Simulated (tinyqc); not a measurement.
# Changing the bias power P_b

Model: global model of a low-pressure process discharge: electron temperature, density, ion flux and ion energy. Computed by tinyqc, a small Python program. Command: `OMP_NUM_THREADS=1 python tinyqc.py 3113747 3113748 out.jsonl plasma sweep`. One thread of a shared host (Intel(R) Xeon(R) Processor @ 2.30GHz), about 0.01 s of CPU time with the checks.

Maxwellian electrons with temperature T_e in eV, one positive ion, no negative ions, uniform bulk density n; rate constants have the Arrhenius form.

Inputs (values chosen for the exercise, of the order of those of an inductive discharge in a simple atomic gas): ion mass M = 19 u; ionisation prefactor K0 = 2e-14 m^3/s; ionisation energy E_iz = 16.4 eV; excitation prefactor X0 = 7.7e-15 m^3/s; excitation energy E_ex = 8.28 eV; elastic rate constant K_el = 1.5e-13 m^3/s; ion-neutral cross section = 7e-19 m^2; pressure p = 8.9 Pa; gas temperature T_g = 300 K; radius R = 22 cm; height L = 13 cm; absorbed power P = 2100 W; radius of the biased electrode = 15 cm; bias frequency = 60 MHz.

Constants: k_B = 1.380649e-23 J/K; e = 1.602176634e-19 C; u = 1.6605390666e-27 kg; m_0 = 9.1093837015e-31 kg; eps_0 = 8.8541878128e-12 F/m.

Method:
- n_g = p/(k_B T_g); lambda_i = 1/(n_g sigma); h_L = 0.86/sqrt(3 + L/(2 lambda_i)), h_R = 0.8/sqrt(4 + R/lambda_i); A_eff = 2 pi R^2 h_L + 2 pi R L h_R; d_eff = pi R^2 L/A_eff.
- Particle balance: K0 exp(-E_iz/T_e) n_g d_eff = u_B, u_B = sqrt(e T_e/M).
- Root found by bracketing.
- E_c = E_iz + (X0 exp(-E_ex/T_e) E_ex + K_el (3 m_0/M) T_e)/K_iz; wall potential V_s = (T_e/2) ln(M/(2 pi m_0)); E_T = E_c + 2 T_e + T_e/2 + V_s; n = P/(e u_B A_eff E_T); ion current density J = e h_L n u_B; ionised share n/n_g.
- All bias power goes to ions: V_b = P_b/(J pi r^2). Debye length at the sheath edge lambda_D = sqrt(eps_0 T_e/(e h_L n)); Child-law sheath s = (sqrt2/3) lambda_D (2 V/T_e)^(3/4), V = V_b + V_s; ion transit time tau_i = 3 s sqrt(M/(2 e V)); collisions in the sheath s/lambda_i.

One run for each value:
```
bias power P_b (W)  bias voltage V_b (V)  sheath width s (mm)  transit time over bias period  s/lambda_i
3                             2.5237e+00               0.1577                         2.7670      0.2372
7.3                           6.1410e+00               0.1974                         2.9822      0.2969
18                            1.5142e+01               0.2866                         3.3769      0.4311
100                           8.4123e+01               0.8109                         4.7763      1.2197
250                           2.1031e+02               1.5500                         5.9276      2.3315
620                           5.2156e+02               3.0139                         7.3984      4.5333
1500                          1.2618e+03               5.8085                         9.2070      8.7367
```

Give the missing row, bias power P_b (W) = 43.

Computed row:
```
bias power P_b (W)  bias voltage V_b (V)  sheath width s (mm)  transit time over bias period  s/lambda_i
43                            3.6173e+01               0.4666                         3.9726      0.7018
```

Interpolating between the two neighbouring rows (the first column on a logarithmic scale, the others too where they are positive) misses by up to 4.2 %. Over the rows, bias voltage V_b (V) rises from 2.52 to 1260 (exponent d ln y / d ln x about 1.0 throughout); sheath width s (mm) rises from 0.158 to 5.81 (exponent d ln y / d ln x 0.25 between the first rows and 0.74 between the last); transit time over bias period rises from 2.77 to 9.21 (exponent d ln y / d ln x 0.084 between the first rows and 0.25 between the last).

Caution (all rows): at so short an ion path the formulas for h_L and h_R give way to the ambipolar-diffusion limit.
